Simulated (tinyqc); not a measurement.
Inside a calculation. Method: tight binding, dimerised chain. One step of it, computed by the program tinyqc.

Task: Levels at k. Diagonalise the Hermitian matrix.

H(k) at k (eV):
```
                     A                    B
A             0.000000  -1.044532+0.542896i
B  -1.044532-0.542896i             0.000000
```

Give: eigenvalues; weights |c|^2 of the basis functions.

Result:

eigenvalues (eV): -1.1772  1.1772

weights |c|^2 of the basis functions:
```
   band 1  band 2
A  0.5000  0.5000
B  0.5000  0.5000
```
